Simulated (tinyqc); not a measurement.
Worked calculation: plane-wave Kohn-Sham cycle with exchange-only LDA in a layered model solid. One step of it, computed by the program tinyqc.

Problem. Iteration 2: potential. V_H(G) = 4 pi rho(G)/G^2 for G != 0 (uniform background); v_x = -(3 rho/pi)^(1/3); V = V_ext + V_H + v_x; Fourier components f(G_m) = (1/N) sum_j f(x_j) exp(-i G_m x_j).

A solid whose potential varies along x alone (atomic units):
```
parameter                      value
period a                   10.700000
cross-section of the cell  13.000000
electrons per cell                 4
grid points                       16
plane waves -n..n, n               2
k points                           3
V1 in V1 cos(2 pi x/a)     -0.140000
V2 in V2 cos(4 pi x/a)      0.130000
```

density after iteration 1 (e/bohr^3): [0.02312443, 0.02611658, 0.03244001, 0.03666533, 0.03555148, 0.03042798, 0.02503140, 0.02181526, 0.02088012, 0.02181526, 0.02503140, 0.03042798, 0.03555148, 0.03666533, 0.03244001, 0.02611658]

Give: Potentials on the grid; V(G_m), m = 0, 1, 2, ....

Solution.

Potentials on the grid (hartree):
```
x          V_ext      V_H      v_x        V
0.0000   -0.0100   0.0459  -0.2806  -0.2447
0.6687   -0.0374   0.0602  -0.2922  -0.2693
1.3375   -0.0990   0.0878  -0.3141  -0.3253
2.0063   -0.1455   0.0957  -0.3271  -0.3769
2.6750   -0.1300   0.0618  -0.3238  -0.3920
3.3438   -0.0383  -0.0084  -0.3074  -0.3542
4.0125    0.0990  -0.0879  -0.2881  -0.2770
4.6813    0.2213  -0.1475  -0.2752  -0.2014
5.3500    0.2700  -0.1692  -0.2712  -0.1704
6.0187    0.2213  -0.1475  -0.2752  -0.2014
6.6875    0.0990  -0.0879  -0.2881  -0.2770
7.3563   -0.0383  -0.0084  -0.3074  -0.3542
8.0250   -0.1300   0.0618  -0.3238  -0.3920
8.6937   -0.1455   0.0957  -0.3271  -0.3769
9.3625   -0.0990   0.0878  -0.3141  -0.3253
10.0312  -0.0374   0.0602  -0.2922  -0.2693
```

V(G_m), m = 0, 1, 2, ... (hartree): [-0.3005, -0.0178, 0.0461, -0.0010, 0.0003]
